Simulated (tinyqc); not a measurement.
Memristor with linear dopant drift: two steps of the calculation.

A film of thickness D has a doped share x: R = Ron x + Roff (1 - x), i = v/R, dx/dt = k i F with k = mv Ron/D^2 and F = 1 (no window). The drive is v = V0 sin(2 pi f t). The model has no threshold and no heating.

Values chosen for this exercise:

| symbol | value | unit | meaning |
|---|---|---|---|
| Ron | 50 | ohm | resistance of the fully doped film |
| Roff | 16000 | ohm | resistance of the undoped film |
| D | 8 | nm | film thickness |
| mv | 1.2e-14 | m^2/(V s) | dopant mobility |
| x0 | 0.39 |  | doped share at t = 0 |
| V0 | 1.4 | V | amplitude |
| f | 2.6 | Hz | frequency |

Problem 1. Rate constant, charge and flux scales. k = mv Ron/D^2; R0 = R(x0); without a window the film fills (x = 1) after the charge (1 - x0)/k and the flux (R0^2 - Ron^2)/(2 k (Roff - Ron)); half a period supplies the flux V0/(pi f).

Find: k; R0; charge to fill; flux to fill; flux of half a period.

Solution 1.

k = 9375 1/C
R0 = 9780 ohm
charge to fill = 65.07 uC
flux to fill = 0.3198 V s
flux of half a period = 0.1714 V s

Half a period supplies 53.6 % of the flux to fill.

Problem 2. One Runge-Kutta step. Step h = 1/(16 f), from t = j h. With g(t, x) = dx/dt: k1 = g(t, x), k2 = g(t + h/2, x + h k1/2), k3 = g(t + h/2, x + h k2/2), k4 = g(t + h, x + h k3), x(new) = x + h (k1 + 2 k2 + 2 k3 + k4)/6.

x at step 1 = 0.39628594
j = 1

Give: k1..k4; x at step 2.

Solution 2.

k1..k4 (1/s): [0.5189, 0.7612, 0.7649, 0.9888]
x at step 2 = 0.4146

Computed by the program tinyqc: `OMP_NUM_THREADS=1 python tinyqc.py 2880126 2880127 out.jsonl`, one thread of a shared Intel Xeon 2.30GHz, about 0.2 s for the whole run.
